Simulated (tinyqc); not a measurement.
Worked calculation: heterojunction of two tight-binding chains. Values are carried at full precision from step to step, so a last printed digit may differ when a step is redone from the rounded ones.

Left chain: hopping -t1, sites at 2 t1 (band bottom 0). Right chain: hopping -t2, sites at dE + 2 t2 (bottom dE). t = c/(m a^2), c = hbar^2/2m0. The bond across the interface is -tc with tc = f sqrt(t1 t2), and the last left site has the extra energy U. In a chain E = bottom + 2t (1 - cos(ka)); the surface Green function of a half chain is g = -exp(ika)/t, with Im k > 0 where cos(ka) > 1.

Constants: hbar^2/2m0 = 3.80998211 eV angstrom^2.

Inputs chosen for the exercise (masses and offset of the size met at Si / SiGe; the results hold for these values, not for the real material):
- a = 2.8 angstrom (site spacing)
- m1 = 0.187 m0 (mass on the left)
- m2 = 0.196 m0 (mass on the right)
- f = 1 (factor on the interface hopping)
- dE = 0.18 eV (band offset)
- E = 0.24 eV (electron energy)
- U = -0.92 eV (extra energy on the last left site)

## Hoppings

Form t1, t2 and tc.

t1 = 2.5988 eV
t2 = 2.4794 eV
tc = 2.5384 eV

## Wave numbers and velocities

The left chain has hopping t1 and band bottom 0, the right one t2 and dE. cos(ka) = 1 - (E - bottom)/(2t); dE/dk = 2 t a sin(ka).

ka (rad): left 0.30508, right 0.15572

dE/dk (eV angstrom): left 4.3712, right 2.1534

## Self-energies on the last left site

Hoppings t1 (left), t2 (right), tc (interface); g is the surface Green function of a half chain. The rest of the left chain gives S1 = t1^2 g1 = -t1 exp(i k1 a); the right chain gives S2 = tc^2 g2 = -(tc^2/t2) exp(i k2 a).

S1 = -2.47875-0.78058i eV
S2 = -2.56731-0.40304i eV

## Transmission

The last site of the left chain has energy 2 t1 + U, and S1, S2 are the self-energies of the two half chains on it. G = 1/(E - 2 t1 - U - S1 - S2); T = 4 Im(S1) Im(S2) |G|^2.

G = 0.4171-0.4895i 1/eV
T = 0.5204

A fraction 0.4796 is reflected although the electron lies above the step.

## Checks

- T from the Green function against 1 - |r|^2 from matching plane waves: both 0.520407.

Run: tinyqc, `OMP_NUM_THREADS=1 python tinyqc.py 1450547 1450548 out.jsonl`; Intel(R) Xeon(R) Processor @ 2.30GHz, one thread, shared host; about 0.01 s of CPU time with all checks.
